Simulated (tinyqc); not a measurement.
Inside a calculation. Method: tight binding, honeycomb lattice. One step of it, computed by the program tinyqc.

Question. Levels at k. Diagonalise the Hermitian matrix.

H(k) at k (eV), order A, B:
$$\begin{pmatrix}
0.000000 & -3.451097+0.756442i \\
-3.451097-0.756442i & 0.000000
\end{pmatrix}$$

Give: eigenvalues; weights |c|^2 of the basis functions.

Answer.

eigenvalues (eV): [-3.5330, 3.5330]

weights |c|^2 of the basis functions, order A, B:
$$\begin{pmatrix}
0.5000 & 0.5000 \\
0.5000 & 0.5000
\end{pmatrix}$$
